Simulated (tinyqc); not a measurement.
AlGaN/GaN HEMT with access regions, lumped model: one step of the calculation.

A polarisation-induced electron sheet under a Schottky gate, in series with two ungated access regions and contacts. Drift law v = mu E/(1 + mu E/vs) under the gate. Currents in mA/mm, resistances in ohm mm. No self-heating, no channel-length modulation; fits for polarisation, barrier and offset are chosen for the exercise.

Question. On-resistance and breakdown. sigma = (5e13 x + 1.6e13 x^2) cm^-2, phiB = 0.84 + 1.3 x, dEc = 0.7 (1.71 x + x^2) in volts, Cb = eps0 eps_r/d, VT = phiB - dEc - q sigma/Cb, access density n0 = -Cb VT/q. Ron = 2 Rc + Ls/(q mu n0) + Ld/(q mu (1 - ft) n0) + Lg/(mu Cb (Vg - VT)). Off state: a depleted stretch that holds the voltage V has the peak field sqrt(k V), k = 2 q n0/(eps0 eps_r te), so one edge holds V1 = Ec^2/k. The sheet under the plate pinches off at Vf = q n0 (1/Cb + tf/(eps0 ei)); beyond it the gate edge is screened. BV = V1 if Vf >= V1, else Vf + V1, and at most Ec Ld. Specific resistance Ron (Ls + Lg + Ld); figure of merit BV^2 over it.

Inputs (values chosen for the exercise); values close to those of AlGaN/GaN structures:

| symbol | value | unit | meaning |
|---|---|---|---|
| x | 0.29 |  | aluminium share of the barrier |
| d | 20 | nm | barrier thickness |
| eps_r | 9 |  | relative permittivity of barrier and channel |
| mu | 1700 | cm^2/(V s) | channel mobility |
| vs | 1.6e7 | cm/s | saturation velocity |
| Lg | 1 | um | gate length |
| Ls | 1.5 | um | source access length |
| Ld | 4 | um | drain access length |
| Rc | 0.34 | ohm mm | resistance of each contact |
| ft | 0.42 |  | share of the drain-access electrons removed by traps |
| Vg | -1 | V | gate voltage |
| Ec | 3 | MV/cm | critical field |
| te | 0.18 | um | depth over which the depleted charge spreads |
| tf | 300 | nm | insulator under the field plate |
| ei | 7.5 |  | relative permittivity of that insulator |

Constants: q = 1.602176634e-19 C, eps0 = 8.8541878128e-14 F/cm where lengths are in cm. Results are converted to the units shown.

Give: Ron; Vf; V1; BV; specific resistance; figure of merit.

Answer.

Ron = 3.233 ohm mm
Vf = 105.7 V
V1 = 29.13 V
BV = 29.13 V
specific resistance = 0.2101 mohm cm^2
figure of merit = 4.039 MW/cm^2

The plate pinches off too late to screen the gate edge, so it adds nothing.

Numbers from tinyqc (`OMP_NUM_THREADS=1 python tinyqc.py 2570044 2570045 out.jsonl`; about 0.02 s on one thread of a shared Intel Xeon 2.30GHz).
